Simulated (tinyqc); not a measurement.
# Implant damage, amorphisation by cascade overlap, and solid-phase epitaxial regrowth, step by step

A worked calculation. Computed by tinyqc, a small Python program that keeps every step. Command: `OMP_NUM_THREADS=1 python tinyqc.py 3114310 3114311 out.jsonl sper walk`. One thread of a shared host (Intel(R) Xeon(R) Processor @ 2.30GHz), about 0.01 s of CPU time with the checks. Intermediate numbers are printed to about 5 digits and carried at full precision; extremes and crossings named in words are read from the listed rows.

Range and width of the damage are inputs. Dynamic annealing enters only through the surviving share f.

Inputs (values chosen for the exercise, modelled on phosphorus ions in silicon): atomic density N = 49.9 1/nm^3; ion Z1 = 15; ion mass M1 = 31 u; target Z2 = 14; target mass M2 = 28.09 u; ion energy E = 27 keV; displacement energy E_d = 17 eV; depth of the damage peak R_d = 22 nm; width of the damage profile s_d = 11 nm; share of defects that survive f = 0.94; critical displaced share x_c = 0.17; dose Q = 4.5e+14 1/cm^2; overlaps needed n = 1; area amorphised by one track A_i = 0.47 nm^2; regrowth prefactor v0 = 6.1e+15 nm/s; regrowth energy E_a = 2.71 eV; anneal temperature = 527 C; rate relative to (100) = 0.33; peak enhancement by the dopant = 4; ramp rate = 13 K/s.

Constants: a_0 = 0.529177210903 angstrom; e^2/(4 pi eps_0) = 14.39964548 eV angstrom; k_B = 8.617333262e-05 eV/K.

## Damage energy and displacements per ion

Robinson partition: eps = E a M2/(Z1 Z2 (e^2/(4 pi eps_0)) (M1 + M2)), a = 0.8853 a_0/sqrt(Z1^(2/3) + Z2^(2/3)); k = 0.0793 Z1^(2/3) Z2^(1/2) (M1 + M2)^(3/2)/((Z1^(2/3) + Z2^(2/3))^(3/4) M1^(3/2) M2^(1/2)); damage energy T_d = E/(1 + k (eps + 0.40244 eps^(3/4) + 3.4008 eps^(1/6))); displacements nu = 0.8 T_d/(2 E_d).

reduced energy eps = 0.57665

k = 0.13994

damage energy T_d = 17.395 keV

T_d/E = 0.64427

displacements per ion nu = 409.30

36 % of the energy goes to electrons.

## The amorphous layer

Displaced share x(z) = f nu Q exp(-(z - R_d)^2/(2 s_d^2))/(sqrt(2 pi) s_d N); the layer is amorphous where x > x_c, between R_d -/+ s_d sqrt(2 ln(x_max/x_c)), the upper edge being cut at the surface. Threshold dose Q_c = Q x_c/x_max.

peak displaced share x_max = 1.2583

threshold dose Q_c = 6.0794e+13 1/cm^2

upper edge = 0 nm

lower edge = 44.010 nm

The layer reaches the surface. Caution: x above 1 counts atoms displaced more than once.

## Damage left below the interface

Displaced atoms per area beyond the lower edge z2: f nu Q (1/2) erfc((z2 - R_d)/(sqrt2 s_d)); they are not removed by regrowth.

share of the damage beyond z2 = 0.022703

displaced atoms beyond z2 = 3.9306e+15 1/cm^2

## Layer against dose

The formulas are those given above.

Dose series; the last column is f nu Q erfc((z2 - R_d)/(sqrt2 s_d))/2:
```
Q (1/cm^2)   x_max  upper edge (nm)  lower edge (nm)  displaced atoms beyond z2 (1/cm^2)
6.69e+13    0.1871           17.187           26.813                          8.5164e+15
9.12e+13    0.2550           12.093           31.907                          6.4526e+15
1.52e+14    0.4250            7.108           36.892                          5.1405e+15
2.43e+14    0.6795            3.689           40.311                          4.4866e+15
4.26e+14    1.1912            0.294           43.706                          3.9715e+15
7.30e+14    2.0413            0.000           46.526                          3.6195e+15
1.52e+15    4.2504            0.000           49.910                          3.2664e+15
3.04e+15    8.5008            0.000           52.769                          3.0147e+15
```

A dose 45 times larger moves the lower edge from 26.8 to 52.8 nm, as the root of a logarithm, and the damage beyond it falls by a factor 2.8, since the edge lies on an ever steeper tail. The layer reaches the surface at Q_c exp(R_d^2/(2 s_d^2)) = 4.49e14 per cm^2.

## Overlap model

Gibbons model: a point turns amorphous after n + 1 hits; with y = A_i Q the amorphous share is 1 - exp(-y) sum_(k=0..n) y^k/k!. Doses are set by y.

Amorphous share:
```
y    Q (1/cm^2)  direct impact (n = 0)  given n
0.1  2.1277e+13                0.09516  0.00468
0.3  6.3830e+13                0.25918  0.03694
0.6  1.2766e+14                0.45119  0.12190
1.0  2.1277e+14                0.63212  0.26424
2.0  4.2553e+14                0.86466  0.59399
3.0  6.3830e+14                0.95021  0.80085
5.0  1.0638e+15                0.99326  0.95957
8.0  1.7021e+15                0.99966  0.99698
```

At small y the share grows as y^2; between the first rows the exponent is 1.88.

## Isothermal regrowth

v = v0 x orientation factor x exp(-E_a/(k_B T)) x [1 + (enhancement - 1) exp(-(z - R_d)^2/(2 s_d^2))], T = anneal temperature + 273.15 K; the dopant is taken to follow the damage profile; the lower front moves from the lower edge z2 to the surface, or to the middle (z1 + z2)/2 of a buried layer with upper edge z1; time = int dz/v; the equivalent undoped distance is that time times the undoped velocity.

undoped velocity = 0.017171 nm/s

distance to regrow = 44.010 nm

time without enhancement = 2563.0 s

equivalent undoped distance = 17.593 nm

time with enhancement = 1024.6 s

The rate doubles for each 14 K or so near this temperature.

## Regrowth during a ramp

On a linear ramp from 200 C regrowth ends at the T_f where int v_undoped dT/(ramp rate) equals the equivalent undoped distance.

temperature at which regrowth ends = 676.79 C

Checks made by the program: tail against quadrature of x(z) N (relative difference below 1e-10).
